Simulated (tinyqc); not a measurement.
Oxide trap near a transistor channel: two-state multiphonon kinetics, telegraph noise and bias instability: one step, computed by the program tinyqc.

An n-channel device under positive gate bias. The trap is empty (state 1) or holds an electron (state 2); both states are parabolas of equal curvature, and the electron reservoir is taken at the Fermi level of the channel.

Problem. Step height and noise. Charge-sheet step dV = e (t_ox - x)/(eps_ox eps_0 W L); Lorentzian spectrum S(f) = 4 dV^2 tau_0^2/((tau_c + tau_e)(1 + (2 pi f tau_0)^2)); corner 1/(2 pi tau_0); variance dV^2 f_2 (1 - f_2) = dV^2 tau_0/(tau_c + tau_e).

Inputs (values chosen for the exercise, with an insulator like SiO2 on silicon):
```
quantity,value,unit
insulator constant eps_ox,3.81,-
insulator thickness t_ox,1.5,nm
trap depth x from the interface,0.35,nm
temperature T,400,K
channel width W,200,nm
channel length L,43,nm
frequency f,20000,Hz
```

Parts treated: one trap.

tau_0 = 7.430816e-08 s

capture time tau_c = 2.133387e-06 s

emission time tau_e = 7.698980e-08 s

Constants: e = 1.602176634e-19 C; eps_0 = 8.8541878128e-12 F/m.

Give: threshold step dV; corner frequency; S(f); root-mean-square noise.

Solution.

threshold step dV = 0.6351 mV

corner frequency = 2.142e+06 Hz

S(f) = 4.030e-15 V^2/Hz

root-mean-square noise = 0.1164 mV

f lies below the corner, on the flat part. Random dopants and current percolation, left out here, spread real steps around this value.
